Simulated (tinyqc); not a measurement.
# Via and link resistance from two via chains

Inverse problem. A chain of 1000 vias joined by 1000 metal links has R = 1000 (Rv + Rlink), with Rlink proportional to the link length. Find Rv, Rlink for length L, and the value of Rv that the short chain would give if the links were ignored.

resistance of chains of 1000 links with link lengths L and 3 L (ohm): [20200, 24600]

Solution. R per link is a straight line in the link length; its intercept at zero length is Rv.

Rv = 18.00 ohm
Rlink = 2.200 ohm
Rv without correction = 20.20 ohm

Program tinyqc, `OMP_NUM_THREADS=1 python tinyqc.py 2750078 2750079 out.jsonl`; Intel Xeon 2.30GHz, shared host, one thread, about 0.01 s.
